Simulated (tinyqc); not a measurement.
Donor near an oxide interface in a gate field (two-state model): one step. Where the electron sits. Two cases, with inputs chosen for the exercise.

Question. Give E_D, E_I, t, the splitting and the donor weight.

Interface at z = 0 (hard wall), donor at z = d, field F pulling electrons to the interface: potential e F z; 1 kV/cm = 1e-5 eV/angstrom, c = hbar^2/2m0, q = e^2/(4 pi eps0), Q = (eps - eo)/(eps + eo). Donor state: E_D = e F d - ED - q Q/(4 eps d), the last term joining the images of ion and electron. Interface state: z exp(-b z/2) exp(-rho^2/(2 L^2)) with E_z = c b^2/(4 mz) + 3 e F/b + q Q b/(8 eps), minimised over b; in the plane at z = 3/b the ion (distance D = d - 3/b) and its image (D' = d + 3/b) give E_rho = c/(mt L^2) - (q/eps)(sqrt(pi)/L)[erfcx(D/L) + Q erfcx(D'/L)], erfcx(x) = exp(x^2) erfc(x), minimised over L. E_I = E_z + E_rho.

The two states couple by t = t0 exp(-D/aD) with t0 = q/(eps aD) (2 aD/L) sqrt(aD b/2) v, v a valley factor; this form is an estimate. With detuning u = E_D - E_I the splitting is sqrt(u^2 + 4 t^2) and the lower state has weight (1 - u/sqrt(u^2 + 4 t^2))/2 on the donor.

Constants: hbar^2/2m0 = 3.80998211 eV angstrom^2; e^2/(4 pi eps0) = 14.39964547 eV angstrom.

Case 1.

Values chosen (near those of a donor in Si below Si3N4, static dielectric constants; shifted at random, so the results belong to these values and not to a real crystal):
- d = 90 angstrom (depth of the donor)
- ED = 43.5 meV (bulk binding energy)
- mz = 0.901 m0 (mass across the interface)
- mt = 0.188 m0 (mass in the plane)
- eps = 11.5 (dielectric constant of the semiconductor)
- eo = 7.5 (dielectric constant of the oxide)
- aD = 20.8 angstrom (donor radius)
- v = 0.42 (valley factor)
- F = 71.1 kV/cm (field in the semiconductor)

Case 2.

Values chosen (near those of a donor in Si below Si3N4, static dielectric constants; shifted at random, so the results belong to these values and not to a real crystal):
- d = 90 angstrom (depth of the donor)
- ED = 31.2 meV (bulk binding energy)
- mz = 0.923 m0 (mass across the interface)
- mt = 0.191 m0 (mass in the plane)
- eps = 11.5 (dielectric constant of the semiconductor)
- eo = 7.5 (dielectric constant of the oxide)
- aD = 16.9 angstrom (donor radius)
- v = 0.3 (valley factor)
- F = 62.1 kV/cm (field in the semiconductor)

Give: E_D, E_I; t; splitting; donor weight.

Answer.

Case 1.

E_D, E_I (meV): [19.76, 22.16]

t = 0.822 meV
splitting = 2.91 meV
donor weight = 0.913

The electron is on the donor; the contact hyperfine coupling scales with the donor weight. With this t, the tunnelling time pi hbar/(2t) at a crossing would be 1.26 ps (hbar = 6.58212e-16 eV s); here the detuning is 2.92 t.

Case 2.

E_D, E_I (meV): [23.96, 18.83]

t = 0.298 meV
splitting = 5.16 meV
donor weight = 0.003

The electron is at the interface; the contact hyperfine coupling scales with the donor weight. With this t, the tunnelling time pi hbar/(2t) at a crossing would be 3.47 ps (hbar = 6.58212e-16 eV s); here the detuning is 17.2 t.

Computed by tinyqc, one run a case: `OMP_NUM_THREADS=1 python tinyqc.py N N+1 out.jsonl` with N = 1282118, 1282132; one thread of a shared Intel(R) Xeon(R) Processor @ 2.30GHz, about 0.1 s a run at most.
